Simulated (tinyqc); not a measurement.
Nuclear against electronic stopping over energy: ion implantation: universal nuclear stopping, Lindhard-Scharff electronic stopping and a Gaussian range profile. Computed by tinyqc, a small Python program. Command: `OMP_NUM_THREADS=1 python tinyqc.py 3012026 3012027 out.jsonl implant walk`. One thread of a shared host (Intel(R) Xeon(R) Processor @ 2.30GHz), about 0.09 s of CPU time with the checks.

An ion slows by elastic collisions with screened nuclei and by friction with electrons; channelling is ignored and the target is uniform.

Inputs (values chosen for the exercise, modelled on carbon ions in copper):
```
quantity                               value    unit
ion atomic number Z1                       6       -
ion mass M1                               12       u
target atomic number Z2                   29       -
target mass M2                         63.55       u
target density N                        84.9  1/nm^3
scale factor of electronic stopping k      1       -
```

Method:
- Reduced energy eps = 32.53 M2 E/(Z1 Z2 (M1 + M2)(Z1^0.23 + Z2^0.23)), E in keV; s_n = ln(1 + 1.1383 eps)/(2 (eps + 0.01321 eps^0.21226 + 0.19593 eps^0.5)) for eps up to 30 and ln(eps)/(2 eps) above; S_n = 8.462 Z1 Z2 M1 s_n/((M1 + M2)(Z1^0.23 + Z2^0.23)) in 1e-15 eV cm^2.
- S_e = k 3.83 Z1^(7/6) Z2/(Z1^(2/3) + Z2^(2/3))^(3/2) sqrt(E/M1) in 1e-15 eV cm^2, E in keV.
- Path length R = int_0^E dE'/(N (S_n + S_e)); energy lost to nuclei nu = int_0^E S_n/(S_n + S_e) dE' (both with E' = E y^3 and 64 Gauss-Legendre points in y).

Stopping (1e-15 eV cm^2) and range:
```
E (keV)         eps     S_n     S_e  R (nm)     nu/E
1        4.2740e-02  16.772    5.70    9.17  0.77369
2        8.5480e-02  19.594    8.06   13.83  0.75000
5        2.1370e-01  22.051   12.75   25.00  0.70086
10       4.2740e-01  22.239   18.03   40.59  0.64556
20       8.5480e-01  20.593   25.50   67.74  0.57045
50       2.1370e+00  16.070   40.32  136.42  0.44073
100      4.2740e+00  11.969   57.02  230.32  0.33078
200      8.5480e+00   8.250   80.64  379.55  0.22821
500      2.1370e+01   4.606  127.50  699.48  0.12465
```

Nuclear stopping peaks near 10 keV among these rows (eps = 0.43; the universal curve peaks near 0.3). Electronic stopping overtakes it between 10 and 20 keV. The path length grows as E^0.59 at the low end and E^0.67 at the high end; constant stopping would give E^1, and stopping that rises with E, be it nuclear (below its peak) or electronic, gives a lower exponent.

Extremes, crossings and ranges named in words are read from the listed rows.
